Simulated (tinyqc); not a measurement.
# Inputs raised by 2 %, one at a time

Model: Rutherford backscattering from a thin compound film on silicon: kinematics, yields, composition and thickness. Computed by tinyqc, a small Python program. Command: `OMP_NUM_THREADS=1 python tinyqc.py 3028307 3028308 out.jsonl rbs sens`. One thread of a shared host (Intel(R) Xeon(R) Processor @ 2.30GHz), about 0.01 s of CPU time with the checks.

Singly charged helium ions (Z1 = 2, M1 = 4.0026 u) enter at the tilt angle a1 to the normal and leave at a2 = |180 - theta - tilt| in the same plane. The film is A B_x.

Inputs (values chosen for the exercise, modelled on a helium beam on HfO2):
```
quantity                                value           unit
beam energy E0                            1.8            MeV
scattering angle theta                    160        degrees
tilt of the sample                          7        degrees
heavy element: Z_A                         72              -
heavy element: mass M_A                 178.5              u
heavy element: stopping eps_A at 2 MeV    115  1e-15 eV cm^2
light element: Z_B                          8              -
light element: mass M_B                    16              u
light element: stopping eps_B at 2 MeV   35.7  1e-15 eV cm^2
atoms of B per atom of A, x              1.72              -
atomic density of the film               83.6         1/nm^3
film thickness d                           45             nm
collected charge                           35   microcoulomb
detector solid angle                      4.7            msr
detector resolution (FWHM)                 15            keV
```

Constants: e^2/(4 pi eps_0) = 14.39964548 eV angstrom; e = 1.602176634e-19 C.

Method:
- Kinematic factor K = [(sqrt(M^2 - M1^2 sin^2 theta) + M1 cos theta)/(M + M1)]^2.
- Surface edges lie at K E0; substrate silicon has M = 28.09 u. Mass resolution at M_A = resolution/(E0 dK/dM).
- Stopping per atom eps(E) = eps(2 MeV) (E/2 MeV)^(-0.4) (a law chosen for the exercise); Bragg rule eps_film = (eps_A + x eps_B)/(1 + x); areal density N d, with 1/nm^2 = 0.1 x 1e15/cm^2.
- Width of the signal of element i: [K_i eps(E0)/cos a1 + eps(K_i E0)/cos a2] N d; depth resolution = resolution x d/width of A; energy lost on the way in = eps(E0) N d/cos a1.
- Rutherford cross section in the laboratory frame: sigma = (Z1 Z e^2/(4 pi eps_0 4E))^2 (4/sin^4 theta) (r + cos theta)^2/r, r = sqrt(1 - (M1 sin theta/M)^2), times the screening factor 1 - 0.049 Z1 Z^(4/3)/E (E in keV); 1 angstrom^2 = 1e8 barn.
- Counts = (charge/e) x solid angle x sigma(E_mean) x areal density of the element/cos a1, E_mean = E0 - half the energy lost on the way in; 1 barn = 1e-24 cm^2. The ratio of areas returns x = (Y_B/Y_A)(sigma_A/sigma_B), with the counting error sqrt(1/Y_A + 1/Y_B).

Runs; columns: (1) input moved; (2) from; (3) to; (4) depth resolution (nm); (5) mass resolution at M_A (u); (6) counting error of x without background (%); (7) energy lost on the way in (keV):
```
(1)                                                      (2)     (3)     (4)     (5)      (6)     (7)
base run                                                   -       -  13.354  18.645  0.65113  25.640
beam energy E0 (MeV)                                     1.8   1.836  13.460  18.279  0.66427  25.437
atomic density of the film (1/nm^3)                     83.6  85.272  13.092  18.645  0.64462  26.152
film thickness d (nm)                                     45    45.9  13.354  18.645  0.64462  26.152
heavy element: stopping eps_A at 2 MeV (1e-15 eV cm^2)   115   117.3  13.182  18.645  0.65107  25.974
light element: stopping eps_B at 2 MeV (1e-15 eV cm^2)  35.7  36.414  13.262  18.645  0.65110  25.818
detector resolution (FWHM) (keV)                          15    15.3  13.621  19.017  0.65113  25.640
scattering angle theta (degrees)                         160   163.2  13.437  18.491  0.65774  25.640
```

Exponents ln(y'/y) / ln(x'/x):
```
input                                   depth resolution  mass resolution at M_A  counting error of x without background  energy lost on the way in
beam energy E0                                     0.400                  -1.000                                   1.009                     -0.400
atomic density of the film                        -1.000                   0.000                                  -0.507                      1.000
film thickness d                                   0.000                   0.000                                  -0.507                      1.000
heavy element: stopping eps_A at 2 MeV            -0.654                   0.000                                  -0.005                      0.654
light element: stopping eps_B at 2 MeV            -0.350                   0.000                                  -0.003                      0.350
detector resolution (FWHM)                         1.000                   1.000                                   0.000                      0.000
scattering angle theta                             0.314                  -0.417                                   0.510                      0.000
```

Which inputs matter most for each result?

Among the inputs moved here: depth resolution answers most in size to atomic density of the film (exponent -1.000), and about equally to detector resolution (FWHM) (+1.000); its exponent is below 0.0005 for film thickness d. Its exponent +0.400 in beam energy E0: the chosen stopping law. Its exponent -1.000 in atomic density of the film: the method measures atoms per area, so depth needs the density. Mass resolution at M_A answers most in size to beam energy E0 (exponent -1.000), and about equally to detector resolution (FWHM) (+1.000); its exponent is below 0.0005 for atomic density of the film, film thickness d, heavy element: stopping eps_A at 2 MeV, light element: stopping eps_B at 2 MeV. Its exponent -1.000 in beam energy E0: edges spread in proportion to E0. Counting error of x without background answers most in size to beam energy E0 (exponent +1.009), next to scattering angle theta (+0.510); its exponent is below 0.0005 for detector resolution (FWHM). Its exponent +1.009 in beam energy E0: sigma falls as 1/E^2 and the error goes as its inverse root. Its exponent -0.507 in film thickness d: counting statistics. Energy lost on the way in answers most in size to atomic density of the film (exponent +1.000), and about equally to film thickness d (+1.000); its exponent is below 0.0005 for detector resolution (FWHM), scattering angle theta.
